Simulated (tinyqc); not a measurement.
Inside a calculation. Model: long-channel MOSFET, surface-potential model.

Program tinyqc, `OMP_NUM_THREADS=1 python tinyqc.py 2360064 2360065 out.jsonl`; Intel Xeon 2.30GHz, shared host, one thread, about 0.04 s. Printed values are rounded.

n-channel transistor on a uniformly doped p-type body, gradual-channel approximation, constant mobility, Boltzmann statistics, full ionisation. Potentials are counted from the neutral body; V is the electron quasi-Fermi potential, Vsb at the source and Vsb + Vds at the drain. Charges are magnitudes per area.

Parameters, values chosen for the exercise; material values those of a made-up semiconductor:
- T = 350 K (temperature)
- Eg = 0.971 eV (band gap)
- eps_r = 14.7 (relative permittivity of the semiconductor)
- Nc = 4.07e19 cm^-3 (conduction-band density of states at T)
- Nv = 2.68e19 cm^-3 (valence-band density of states at T)
- Na = 5.4e16 cm^-3 (acceptor density of the body)
- eox = 8.78 (relative permittivity of the gate insulator)
- tox = 9.9 nm (insulator thickness)
- Vfb = -0.59 V (flat-band voltage)
- mu = 110 cm^2/(V s) (channel mobility)
- W = 10 um (gate width)
- L = 10 um (gate length)
- Vsb = 0.3 V (source-body reverse bias)
- Vgs = 0.09 V (gate-source voltage)
- Vds = 1.2 V (drain-source voltage)

Constants: q = 1.602176634e-19 C, kB = 1.380649e-23 J/K, Vt = kB T/q, eps0 = 8.8541878128e-14 F/cm where lengths are in cm. Results are converted to the units shown.

## Body potential, insulator capacitance and body factor

ni = sqrt(Nc Nv) exp(-Eg/(2 Vt)), Eg in volts; phiF = Vt ln(Na/ni); Cox = eps0 eox/tox; gamma = sqrt(2 q eps0 eps_r Na)/Cox. VT = Vfb + 2 phiF + gamma sqrt(2 phiF + Vsb), m = 1 + gamma/(2 sqrt(2 phiF + Vsb)).

ni = 3.37266e12 cm^-3
phiF = 0.291987 V
Cox = 0.785250 uF/cm^2
gamma = 0.191114 V^0.5
VT = 0.173658 V
m = 1.10163

## Iteration 1: surface potential at the source by Newton steps

psi at the start (2 phiF + Vsb) = 0.883973 V

With V = Vsb: G = psi - Vt + Vt e, e = exp((psi - 2 phiF - Vsb)/Vt); f = Vgs + Vsb - Vfb - psi - gamma sqrt(G); f' = -1 - gamma (1 + e)/(2 sqrt(G)); psi(new) = psi - f/f'.

G = 0.883973 V
f = -0.0836579 V
f' = -1.20327
psi after iteration 1 = 0.814448 V

## Iteration 2: surface potential at the source by Newton steps

As before.

G = 0.787295 V
f = -0.00402213 V
f' = -1.11844
psi after iteration 2 = 0.810851 V

## Course of the iteration: surface potential at the source by Newton steps

Stop when psi changes by less than 1e-10 V, or after 40 iterations.

Course of the iteration:
```
iteration,psi (V),|change| (V)
1,0.814448,0.0695
2,0.810851,3.60e-3
3,0.810850,1.51e-6
4,0.810850,2.39e-13
```

Converged in 4 iterations. At the end the number of correct digits about doubles with each step.

## Charges and current of the charge-sheet model

psi_0 = 0.810850 V
psi_L = 0.811110 V

psi_0 and psi_L solve Vgs + Vsb - Vfb - psi = gamma sqrt(G) at V = Vsb and Vsb + Vds. Qi = Cox gamma [sqrt(G) - sqrt(psi - Vt)], G = psi - Vt + Vt exp((psi - 2 phiF - V)/Vt), at both ends. With U = Vgs + Vsb - Vfb: drift = mu (W/L) Cox [U (psi_L - psi_0) - (psi_L^2 - psi_0^2)/2 - (2/3) gamma ((psi_L - Vt)^1.5 - (psi_0 - Vt)^1.5)]; diffusion = mu (W/L) Vt (Qi0 - QiL).

Qi0 = 0.226554 nC/cm^2
QiL = 1.20221e-18 nC/cm^2
drift current = 3.24416e-6 uA
diffusion current = 7.51632e-4 uA
drain current = 7.54876e-4 uA

Drift carries 0.430 % of the current. The drain end is pinched off: its charge is under 1 % of that at the source.

## Inversion charge along the channel

```
point,V (V)
0,0.3
1,0.45
2,0.6
3,0.75
4,0.9
5,1.05
6,1.2
7,1.35
8,1.5
```

The surface potential psi at channel potential V solves Vgs + Vsb - Vfb - psi = gamma sqrt(G), G = psi - Vt + Vt exp((psi - 2 phiF - V)/Vt). Charge sheet: Qi = Cox gamma [sqrt(G) - sqrt(psi - Vt)]. Pao-Sah: Qi = (Cox gamma/2) integral from 3 Vt to psi of exp((u - 2 phiF - V)/Vt)/sqrt(G(u, V)) du.

```
point,psi (V),"Qi, charge sheet (nC/cm^2)","Qi, Pao-Sah (nC/cm^2)"
0,0.810850,0.226554,0.231210
1,0.811108,0.00158229,0.00161481
2,0.811110,1.09499e-5,1.11749e-5
3,0.811110,7.57712e-8,7.73287e-8
4,0.811110,5.24323e-10,5.35101e-10
5,0.811110,3.62823e-12,3.70280e-12
6,0.811110,2.51067e-14,2.56227e-14
7,0.811110,1.73734e-16,1.77305e-16
8,0.811110,1.20221e-18,1.22692e-18
```

At the source the charge-sheet charge is 2.0 % below the Pao-Sah one.

## Pao-Sah current by Simpson's rule

I = mu (W/L) integral of Qi dV; Simpson's rule on the 9 points, step Vds/8, weights 1, 4, 2, ..., 4, 1 times step/3.

Pao-Sah current = 0.00130731 uA

Gauss-Legendre quadrature on many points gives 7.707e-4 uA, so this value is 70 % above it; the charge-sheet current, 7.549e-4 uA, is 2.0 % below it.
